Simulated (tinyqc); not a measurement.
Worked calculation: elastic strain and critical thickness of a cubic alloy layer A(1-x)B(x) on a thick substrate. Computed by tinyqc, a small Python program that keeps every step. Command: `OMP_NUM_THREADS=1 python tinyqc.py 3024353 3024354 out.jsonl misfit walk`. One thread of a shared host (Intel(R) Xeon(R) Processor @ 2.30GHz), about 0.01 s of CPU time with the checks. Intermediate numbers are printed to about 6 digits and carried at full precision; extremes and crossings named in words are read from the listed rows.

Strain is positive in tension. The layer is coherent with the substrate unless said otherwise.

Inputs (values chosen for the exercise, for a model alloy):
```
quantity                                 value        unit
fraction x of B                           0.14           -
lattice constant a_A                     5.658    angstrom
lattice constant a_B                     5.431    angstrom
substrate lattice constant a_S           5.654    angstrom
layer thickness h                          370          nm
biaxial modulus of the substrate M_S       136         GPa
substrate thickness t_S                    525  micrometre
wafer diameter W                           200          mm
X-ray wavelength                      1.540593    angstrom
start of the iteration h0/b                 20           -
```

Growth plane: (111). Layer: buried under a thick cap. Misfit dislocation: 60-degree.

C11, C12, C44 of A (GPa): 116.7  49  71.83

C11, C12, C44 of B (GPa): 146.1  68.23  78.51

## Alloy by Vegard's rule, and misfit

a = (1 - x) a_A + x a_B, the same rule for each C_ij; misfit f = (a_S - a)/a, the in-plane strain of the coherent layer.

free lattice constant a = 5.62622 angstrom

elastic constants (GPa): C11 120.8160, C12 51.6922, C44 72.7652

misfit f = 0.00493760

The layer is stretched in the plane by 0.49 %.

## Biaxial strain, stress and energy

(111): D = 2 (C11 + 2 C12 - 2 C44)/(C11 + 2 C12 + 4 C44), M = 6 C44 (C11 + 2 C12)/(C11 + 2 C12 + 4 C44). The free surface carries no normal stress, so e_perp = -D f; dV/V = 2 f + e_perp; stress = M f; energy per area = M f^2 h (1 GPa nm = 1 J/m^2).

ratio D = 0.305360

normal strain e_perp = -0.00150774

volume strain dV/V = 0.00836745

biaxial modulus M = 189.970 GPa

in-plane stress = 0.937993 GPa

strain energy per area = 1.71363 J/m^2

## Symmetric X-ray reflection

Reflection 111: d = a_perp/sqrt(3), with a_perp = a (1 + e_perp) for the coherent layer, a for the relaxed layer and a_S for the substrate; sin(theta) = lambda/(2 d).

Bragg angles:
```
crystal         a_perp (angstrom)  theta (degrees)  from substrate (arcsec)
substrate                 5.65400          13.6490                    0.000
coherent layer            5.61774          13.7388                  323.380
relaxed layer             5.62622          13.7177                  247.348
```

peak separation of the coherent layer = 323.380 arcsec

The coherent layer lies 1.31 times as far from the substrate peak as a relaxed one, about 1 + D = 1.31: reading its peak as relaxed would overstate the mismatch by that factor.

## Isotropic constants and the prefactor A

Voigt averages: G = (C11 - C12 + 3 C44)/5, B = (C11 + 2 C12)/3, nu = (3 B - 2 G)/(2 (3 B + G)); b = a/sqrt(2). The 60-degree dislocation has cos alpha = 1/2, and cos lambda = sqrt(3)/6 on (111), for glide on an inclined {111} plane. Matthews-Blakeslee: h_c = A [ln(h_c/b) + 1], A = b (1 - nu cos^2 alpha)/(4 pi |f| (1 + nu) cos lambda), the factor 4 pi being that of a buried layer, with a dislocation at both interfaces.

shear modulus G = 57.48388 GPa

Poisson ratio nu = 0.193892

Burgers vector b = 0.397834 nm

prefactor A = 17.7020 nm

## Critical thickness by fixed-point iteration

Start at h0, put the right side back in, and stop when the change is below 1e-9 h or h turns negative.

Iteration:
```
step  h in (nm)  h out (nm)  change (nm)
1         7.957      70.733  6.27759e+01
2        70.733     109.410  3.86771e+01
3       109.410     117.131  7.72150e+00
4       117.131     118.338  1.20719e+00
5       118.338     118.520  1.81509e-01
6       118.520     118.547  2.71309e-02
7       118.547     118.551  4.05178e-03
8       118.551     118.552  6.05022e-04
9       118.552     118.552  9.03416e-05
10      118.552     118.552  1.34897e-05
11      118.552     118.552  2.01427e-06
12      118.552     118.552  3.00769e-07
13      118.552     118.552  4.49105e-08
```

critical thickness h_c (Matthews-Blakeslee) = 118.552 nm

Converged; near the root each step shrinks the error by A/h_c = 0.149. h_c is 298.0 Burgers vectors.

## Equilibrium strain at the thickness h

For h > h_c the same force balance gives the strain left, |e| = |f| A [ln(h/b) + 1]/h, and below h_c e = f; relaxation = 1 - e/f; dislocations per length across each line direction = (|f| - |e|)/(b cos lambda), times 2/3 for the three line sets on (111).

strain left e = 0.00185092

relaxation = 62.5137 %

dislocation line density = 17.9179 1/micrometre

h is 3.12 h_c: in equilibrium dislocations lie 55.8 nm apart; slow nucleation and glide can keep a real layer more strained.

## Wafer curvature of the coherent layer

Stoney: curvature = 6 |stress| h/(M_S t_S^2); radius = 1/curvature; bow = curvature W^2/8.

curvature = 0.0555514 1/m

radius of curvature = 18.0014 m

bow = 277.757 micrometre

Caution: M_S is near the value for a (001) wafer; a (111) wafer is stiffer and bends less. Caution: the curvature assumes a coherent layer, but h exceeds h_c. Caution: a bow above a fifth of the wafer thickness is beyond Stoney's small-deflection limit.

## Force balance against energy balance

People-Bean: h_c = P ln(h_c/b), P = (1 - nu)/(1 + nu) b^2/(16 pi sqrt(2) a f^2). The misfit is scaled by 0.25, 0.4, 0.6, 1, 1.5, 2.2 at fixed a, b and nu; the upper root is taken, and rows with A < 1.3 b or P < 3 b, where the roots shrink to the core size or vanish, are left out.

Critical thickness:
```
|f| (%)  Matthews-Blakeslee (nm)  People-Bean (nm)    ratio
0.12344                  587.542           18881.7  32.1367
0.19750                  343.454            6662.1  19.3973
0.29626                  215.173            2684.2  12.4745
0.49376                  118.552             838.8   7.0756
0.74064                   73.372             326.9   4.4555
1.08627                   46.326             131.3   2.8347
```

The exponents d ln h_c/d ln f are -1.14 and -2.22 between the first rows, steeper than the -1 and -2 of the prefactors because of the logarithm. The ratio falls from 32.1 to 2.83 as the misfit grows. Where People-Bean lies above, a layer between the lines is metastable: dislocations would lower the energy but have to be nucleated. People-Bean has no form for a buried layer.

Checks made by the program: D and M against the full stiffness tensor (relative difference below 1e-10); h_c against the Lambert function, -A W_(-1)(-b/(A e)) (relative difference below 1e-10).
